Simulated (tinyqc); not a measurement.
Comparisons within one model: Stoner model of a band ferromagnet. A value that a table varies takes the place of the one given here.

Density of states per atom and spin: semi-elliptic, D(e) = (8 M/(pi W^2)) sqrt(W^2/4 - e^2). Levels e -/+ I m/2 for up and down spin, m = n_up - n_down, n_up + n_down = nd. At zero temperature e(N) is the energy below which N states lie, and E(m) = sum over spins of integral e D de - I m^2/4.

Inputs chosen for the exercise:
```
symbol  value  unit  meaning
W       5.1    eV    band width, e from -W/2 to W/2
M       5            states per atom and spin
nd      7.35         electrons per atom
I       0.76   eV    Stoner parameter
```

## Moment against the Stoner parameter

Lowest state for each I.

Results:
```
I (eV),I D(EF),m (muB),E - E(0) (meV)
0.52,0.601,0.000,0.0
0.70,0.809,0.000,0.0
0.78,0.901,0.000,0.0
0.87,1.005,0.739,-0.3
0.96,1.109,2.522,-93.0
1.09,1.259,2.650,-318.4
1.30,1.502,2.650,-687.1
1.56,1.803,2.650,-1143.5
```

A moment first appears at I = 0.87 eV of those listed, where I D(EF) = 1.005. It is saturated at 2.650 from I = 1.09 eV on.

## Moment against band filling

Rigid band, I fixed: a Slater-Pauling curve.

Results:
```
nd,I D(EF),m (muB),m_max
3.0,0.899,0.000,3.0
4.0,0.937,0.000,4.0
5.0,0.949,0.000,5.0
6.0,0.937,0.000,4.0
6.5,0.921,0.000,3.5
7.0,0.899,0.000,3.0
7.5,0.868,0.000,2.5
8.0,0.826,0.000,2.0
8.5,0.769,0.000,1.5
9.0,0.689,0.000,1.0
9.5,0.562,0.000,0.5
```

No listed filling is magnetic. No listed filling is saturated.

## What moves the moment

Lowest state for each case. Each row changes one parameter from the base and keeps the others.

Results:
```
case,I D(EF),m (muB),E - E(0) (meV)
base,0.878,0.000,0.0
W = 4.692 eV,0.955,0.000,0.0
I = 0.821 eV,0.949,0.000,0.0
nd = 7.05,0.896,0.000,0.0
```

The largest shifts from the base row, up to three for each result and ties (the steps differ in size, so this ranks the rows, not the parameters). I D(EF): W +0.076, I +0.070, nd +0.018. m (muB): unchanged at the printed digits by W, I and nd. E - E(0) (meV): unchanged at the printed digits by W, I and nd.

Run: tinyqc, `OMP_NUM_THREADS=1 python tinyqc.py 1650644 1650645 out.jsonl`; Intel(R) Xeon(R) Processor @ 2.30GHz, one thread, shared host; about 0.2 s of CPU time with all checks.
